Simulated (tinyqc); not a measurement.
Plane-wave Kohn-Sham cycle with exchange-only LDA in a layered model solid, step by step. Computed by tinyqc, a small Python program that keeps every step. Settings: points = 16, plane-wave index or count = 2, electrons = 2, k points = 1, area = 38.0, mixing = 0.5, iteration cap = 54, Kerker q0 = 0.52. Command: `OMP_NUM_THREADS=1 python tinyqc.py 20228 20229 out.jsonl` (the two numbers bound the seeds that draw the settings). One thread of a shared host (Intel(R) Xeon(R) Processor @ 2.60GHz), about 0.02 s of CPU time with the checks. Later iterations appear only in the table of the cycle.

## Iteration 1: potential

A solid whose potential varies along x alone (atomic units):
```
parameter                      value
period a                   14.600000
cross-section of the cell  38.000000
electrons per cell                 2
grid points                       16
plane waves -n..n, n               2
k points                           1
V1 in V1 cos(2 pi x/a)     -0.480000
```

density at the start, on the grid x_j = j a/N (e/bohr^3): 0.003605  0.003605  0.003605  0.003605  0.003605  0.003605  0.003605  0.003605  0.003605  0.003605  0.003605  0.003605  0.003605  0.003605  0.003605  0.003605

V_H(G) = 4 pi rho(G)/G^2 for G != 0 (uniform background); v_x = -(3 rho/pi)^(1/3); V = V_ext + V_H + v_x; Fourier components f(G_m) = (1/N) sum_j f(x_j) exp(-i G_m x_j).

Potentials on the grid (hartree):
```
x          V_ext     V_H      v_x        V
0.0000   -0.4800  0.0000  -0.1510  -0.6310
0.9125   -0.4435  0.0000  -0.1510  -0.5945
1.8250   -0.3394  0.0000  -0.1510  -0.4904
2.7375   -0.1837  0.0000  -0.1510  -0.3347
3.6500         0  0.0000  -0.1510  -0.1510
4.5625    0.1837  0.0000  -0.1510   0.0327
5.4750    0.3394  0.0000  -0.1510   0.1884
6.3875    0.4435  0.0000  -0.1510   0.2925
7.3000    0.4800  0.0000  -0.1510   0.3290
8.2125    0.4435  0.0000  -0.1510   0.2925
9.1250    0.3394  0.0000  -0.1510   0.1884
10.0375   0.1837  0.0000  -0.1510   0.0327
10.9500        0  0.0000  -0.1510  -0.1510
11.8625  -0.1837  0.0000  -0.1510  -0.3347
12.7750  -0.3394  0.0000  -0.1510  -0.4904
13.6875  -0.4435  0.0000  -0.1510  -0.5945
```

V(G_m), m = 0, 1, 2, ... (hartree): -0.1510  -0.2400  0.0000  0.0000  0.0000

## Iteration 1: Hamiltonian at one k

k = 0.0000 2 pi / a

H(m,m') = (k + G_m)^2/2 delta + V(G_m - G_m'), with V(-G) = V(G).

H (hartree), lower triangle:
```
         -2       -1       +0       +1      +2
-2   0.2194
-1  -0.2400  -0.0584
+0   0.0000  -0.2400  -0.1510
+1   0.0000   0.0000  -0.2400  -0.0584
+2   0.0000   0.0000   0.0000  -0.2400  0.2194
```

## Iteration 1: levels at that k

Diagonalise the Hermitian matrix.

eigenvalues (hartree): -0.4850  -0.1968  0.0712  0.3578  0.4238

## Iteration 1: new density

Motion across x is left out: the lowest 1 band(s) hold two electrons at each of the k points (j + 1/2)/nk - 1/2. Residual R = rho(out) - rho(in); rho(new) = rho(in) + 0.5 R, with R(G) scaled by G^2/(G^2 + 0.52^2) (Kerker). rho(out) = 2/(a A nk) sum |psi|^2 with psi = sum c exp(i G x). Harris energy E = band energy - dV sum rho (V_H/2 + v_x) + (3/4) dV sum rho v_x with rho(in), dV = a A/N, band energy = (2/nk) sum of the filled levels.

rho(out) (e/bohr^3): 0.014229  0.011902  0.006820  0.002483  0.000479  0.000030  0.000000  0.000004  0.000012  0.000004  0.000000  0.000030  0.000479  0.002483  0.006820  0.011902

density after iteration 1 (e/bohr^3): 0.006615  0.005773  0.004025  0.002754  0.002478  0.002735  0.003006  0.003157  0.003206  0.003157  0.003006  0.002735  0.002478  0.002754  0.004025  0.005773

energy per cell = -0.894561 hartree

## Iteration 2: potential

As before.

Potentials on the grid (hartree):
```
x          V_ext      V_H      v_x        V
0.0000   -0.4800   0.1070  -0.1849  -0.5579
0.9125   -0.4435   0.0920  -0.1767  -0.5281
1.8250   -0.3394   0.0552  -0.1566  -0.4409
2.7375   -0.1837   0.0135  -0.1380  -0.3083
3.6500         0  -0.0203  -0.1333  -0.1535
4.5625    0.1837  -0.0426  -0.1377   0.0033
5.4750    0.3394  -0.0559  -0.1421   0.1414
6.3875    0.4435  -0.0628  -0.1445   0.2362
7.3000    0.4800  -0.0650  -0.1452   0.2698
8.2125    0.4435  -0.0628  -0.1445   0.2362
9.1250    0.3394  -0.0559  -0.1421   0.1414
10.0375   0.1837  -0.0426  -0.1377   0.0033
10.9500        0  -0.0203  -0.1333  -0.1535
11.8625  -0.1837   0.0135  -0.1380  -0.3083
12.7750  -0.3394   0.0552  -0.1566  -0.4409
13.6875  -0.4435   0.0920  -0.1767  -0.5281
```

V(G_m), m = 0, 1, 2, ... (hartree): -0.1492  -0.2064  0.0023  -0.0008  0.0002

## Iteration 2: Hamiltonian at one k

k = 0.0000 2 pi / a

As before.

H (hartree), lower triangle:
```
         -2       -1       +0       +1      +2
-2   0.2212
-1  -0.2064  -0.0566
+0   0.0023  -0.2064  -0.1492
+1  -0.0008   0.0023  -0.2064  -0.0566
+2   0.0002  -0.0008   0.0023  -0.2064  0.2212
```

## Iteration 2: levels at that k

As before.

eigenvalues (hartree): -0.4261  -0.1677  0.0632  0.3296  0.3807

## Iteration 2: new density

As before.

rho(out) (e/bohr^3): 0.013857  0.011683  0.006882  0.002669  0.000600  0.000062  0.000004  0.000006  0.000011  0.000006  0.000004  0.000062  0.000600  0.002669  0.006882  0.011683

density after iteration 2 (e/bohr^3): 0.008546  0.007246  0.004501  0.002399  0.001797  0.002080  0.002464  0.002694  0.002771  0.002694  0.002464  0.002080  0.001797  0.002399  0.004501  0.007246

energy per cell = -0.792304 hartree

## Convergence

Stop when sqrt(dV sum R^2) is below 1e-8, dV = a A/N.

Course of the cycle:
```
iteration  E (hartree)  norm of the residual
1            -0.894561              1.15e-01
2            -0.792304              8.49e-02
3            -0.729076              6.34e-02
4            -0.691783              4.78e-02
5            -0.670327              3.62e-02
6            -0.658264              2.76e-02
7            -0.651648              2.11e-02
8            -0.648120              1.61e-02
9            -0.646300              1.23e-02
10           -0.645400              9.38e-03
11           -0.644981              7.15e-03
...                ...                   ...
44           -0.644823              1.02e-06
45           -0.644823              7.80e-07
46           -0.644823              5.99e-07
47           -0.644823              4.60e-07
48           -0.644823              3.53e-07
49           -0.644823              2.71e-07
50           -0.644823              2.08e-07
51           -0.644823              1.60e-07
52           -0.644823              1.23e-07
53           -0.644823              9.45e-08
54           -0.644823              7.26e-08
```

Not converged within 54 iterations: the residual falls steadily but slowly, by a factor of about 0.77 a step. Reruns (cap 100 unless said): mixing 0.1: not converged; mixing 0.5, Kerker q0 1.0: not converged; mixing 0.3, Pulay depth 5: converged in 12 (E = -0.64482); the original settings with a cap of 400: converged in 62 (E = -0.64482).
